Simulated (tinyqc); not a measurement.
A log to judge: elastic strain and critical thickness of a cubic alloy layer A(1-x)B(x) on a thick substrate. Computed by tinyqc. Command: `OMP_NUM_THREADS=1 python tinyqc.py 3009637 3009638 out.jsonl misfit walk`. One thread of a shared host (Intel(R) Xeon(R) Processor @ 2.30GHz), about 0.01 s of CPU time with the checks.

Strain is positive in tension. The layer is coherent with the substrate unless said otherwise.

Inputs (values chosen for the exercise, modelled on In(1-x)Ga(x)P on GaAs):
```
quantity                        value      unit
fraction x of B                  0.16         -
lattice constant a_A            5.869  angstrom
lattice constant a_B            5.451  angstrom
substrate lattice constant a_S  5.653  angstrom
start of the iteration h0/b       0.2         -
```

Growth plane: (111). Layer: uncapped. Misfit dislocation: 60-degree.

C11, C12, C44 of A (GPa): 100.4  55.48  45.49

C11, C12, C44 of B (GPa): 138.3  61.14  70.21

Method:
- a = (1 - x) a_A + x a_B, the same rule for each C_ij; misfit f = (a_S - a)/a, the in-plane strain of the coherent layer.
- Voigt averages: G = (C11 - C12 + 3 C44)/5, B = (C11 + 2 C12)/3, nu = (3 B - 2 G)/(2 (3 B + G)); b = a/sqrt(2). The 60-degree dislocation has cos alpha = 1/2, and cos lambda = sqrt(3)/6 on (111), for glide on an inclined {111} plane.
- Matthews-Blakeslee: h_c = A [ln(h_c/b) + 1], A = b (1 - nu cos^2 alpha)/(8 pi |f| (1 + nu) cos lambda), the factor 8 pi being that of an uncapped layer.
- Start at h0, put the right side back in, and stop when the change is below 1e-9 h or h turns negative.

Iteration:
```
step  h in (nm)  h out (nm)  change (nm)
1     0.0820544   -0.984465     -1.06652
```

Can the last value be used, and what does the course show?

No. The start lies below the lower, unphysical root of the equation, so h falls and turns negative, where the logarithm fails. Reruns converge with start of the iteration h0/b = 20.0; or with start of the iteration h0/b = 1.0.
